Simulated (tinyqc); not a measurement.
Size effects in the resistivity of thin metal films and interconnect lines: one step, computed by the program tinyqc. Command: `OMP_NUM_THREADS=1 python tinyqc.py 3001740 3001741 out.jsonl size walk`. One thread of a shared host (Intel(R) Xeon(R) Processor @ 2.30GHz), about 0.01 s of CPU time with the checks.

Electrons lose their drift at surfaces (a share 1 - p of the hits) and at grain boundaries (reflection R), besides bulk scattering. The line sits in a trench with a non-conducting liner on both walls and the bottom; the spacing equals the drawn width.

Task: Grain boundaries. Mayadas-Shatzkes: alpha = (lambda/D) R/(1 - R); rho_b/rho = 1 - 3 alpha/2 + 3 alpha^2 - 3 alpha^3 ln(1 + 1/alpha).

Inputs (values chosen for the exercise, modelled on gold): bulk mean free path lambda = 37.6 nm; grain-boundary reflection R = 0.5.

Geometry: line.

grain size D = 38.95 nm

Give: alpha; rho/rho_b from grains.

Result:

alpha = 0.9653

rho/rho_b from grains = 2.331

The linear estimate 1 + 3 alpha/2 gives 2.448, 5 % high; at large alpha the slope is 4/3.
